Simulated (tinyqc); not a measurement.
Decay of LO phonons and the hot-phonon bottleneck in the cooling of electrons: one step, computed by the program tinyqc. Command: `OMP_NUM_THREADS=1 python tinyqc.py 3026942 3026943 out.jsonl hotphonon walk`. One thread of a shared host (Intel(R) Xeon(R) Processor @ 2.30GHz), about 0.01 s of CPU time with the checks.

n(E, T) = 1/(exp(E/(k_B T)) - 1) is the Bose occupation. Electrons have a temperature T_e; the LO modes within their reach share one occupation N; the decay products stay at the lattice temperature.

Task: Lifetime and Raman width. Decay rate 1/tau = (1/tau_0) [1 + n(f hbar omega) + n((1 - f) hbar omega)]. Full width Gamma = 1/(2 pi c tau) in 1/cm, c in cm/s.

Inputs (values chosen for the exercise, modelled on zinc oxide): LO energy hbar omega = 70 meV; lifetime at T = 0, tau_0 = 2 ps; share f of the energy in the softer product = 0.22; lattice temperature T = 500 K.

Decay channel: two unequal phonons (Ridley).

Constants: k_B = 8.617333262e-05 eV/K; c = 299792458 m/s.

Give: thermal factor tau_0/tau; phonon lifetime tau; Raman width Gamma; equilibrium LO occupation N_0.

Result:

thermal factor tau_0/tau = 3.720

phonon lifetime tau = 0.5377 ps

Raman width Gamma = 9.873 1/cm

equilibrium LO occupation N_0 = 0.2453

Stimulated decay shortens the lifetime by 73 %.
